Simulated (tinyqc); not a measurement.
## p-n diode, drift-diffusion by the Gummel loop with Scharfetter-Gummel fluxes: effect of the SRH lifetime of holes at fixed bias

Abrupt junction at x = 0, p side from -Lp, n side to Ln, ohmic contacts. psi is counted from the intrinsic level; n = ni exp((psi - phin)/Vt), p = ni exp((phip - psi)/Vt). Contacts: p side psi = V - Vt ln(Na/ni), p = Na, n = ni^2/Na; n side psi = Vt ln(Nd/ni), n = Nd, p = ni^2/Nd. Constant mobilities, D = mu Vt, Boltzmann statistics, SRH recombination through a mid-gap level, U = (n p - ni^2)/(tp (n + ni) + tn (p + ni)). Current is positive from the p contact to the n contact.

ni = sqrt(Nc Nv) exp(-Eg/(2 Vt)), Eg in volts. Poisson and both continuity equations are solved self-consistently with Scharfetter-Gummel fluxes on a graded mesh of 500 nodes. J_scr is q times the integral of U between -xp and xn. Ideal diffusion current J_id = q ni^2 [Dn coth(wp/Le)/(Le Na) + Dp coth(wn/Lh)/(Lh Nd)] (exp(V/Vt) - 1), Le = sqrt(Dn tn), Lh = sqrt(Dp tp), wp = Lp - xp, wn = Ln - xn, with xp and xn from the depletion approximation (W = sqrt(2 eps0 eps_r (Vbi - V)(1/Na + 1/Nd)/q), xp = W Nd/(Na + Nd), xn = W Na/(Na + Nd), Vbi = Vt ln(Na Nd/ni^2)). Ideality factor = 0.004 V/(Vt ln[J(V + 0.004 V)/J(V)]).

Inputs (values chosen for the exercise); band and dielectric values close to those of silicon:
```
symbol,value,unit,meaning
T,300,K,temperature
Eg,1.13,eV,band gap
eps_r,11.8,,relative permittivity
Nc,2.85e19,cm^-3,conduction-band density of states at T
Nv,2.65e19,cm^-3,valence-band density of states at T
Na,1.1e16,cm^-3,acceptor density of the p side
Nd,7.7e15,cm^-3,donor density of the n side
mun,1200,cm^2/(V s),electron mobility
mup,440,cm^2/(V s),hole mobility
tn,6e-8,s,SRH lifetime of electrons
Lp,3.4,um,length of the p side
Ln,1,um,length of the n side
G,0,cm^-3 s^-1,uniform generation rate
V,0.53,V,bias of the p contact
```

Constants: q = 1.602176634e-19 C, kB = 1.380649e-23 J/K, Vt = kB T/q, eps0 = 8.8541878128e-14 F/cm where lengths are in cm. Results are converted to the units shown.

Effect of the SRH lifetime of holes at fixed bias:
columns A: tp (s); B: J (A/cm^2); C: ideality factor; D: J_scr/J (%); E: J_id (A/cm^2); F: share recombining at the contacts (%); G: larger minority/doping at -xp and xn
```
A          B     C       D      E     F        G
1e-11  0.744  1.56    10.2   1.48  11.7  0.00131
1e-10  0.505  1.23    11.8  0.534  31.0  0.00141
1e-9   0.314  1.06    8.17  0.296  74.6  0.00149
1e-8   0.266  1.02    2.73  0.264  94.2  0.00150
1e-7   0.257  1.02   0.786  0.260  98.0  0.00150
1e-6   0.255  1.01   0.257  0.260  98.7  0.00150
1e-5   0.255  1.01  0.0841  0.260  99.0  0.00150
```

As tp rises from 1e-11 to 1e-5, J falls from 0.744 to 0.255 A/cm^2, the share of the depleted layer goes from 10.2 through a maximum of 11.8 (at tp = 1e-10 among the rows listed) to 0.0841 % and the share lost at the contacts rises from 11.7 to 99.0 %. The exponent d ln J/d ln tp is -0.17 between the first two rows and 0.00 between the last two. J less J_scr is 2.0 % below J_id in the last row.

Computed by the program tinyqc: `OMP_NUM_THREADS=1 python tinyqc.py 2240149 2240150 out.jsonl`, one thread of a shared Intel Xeon 2.30GHz, about 0.2 s for the whole run.
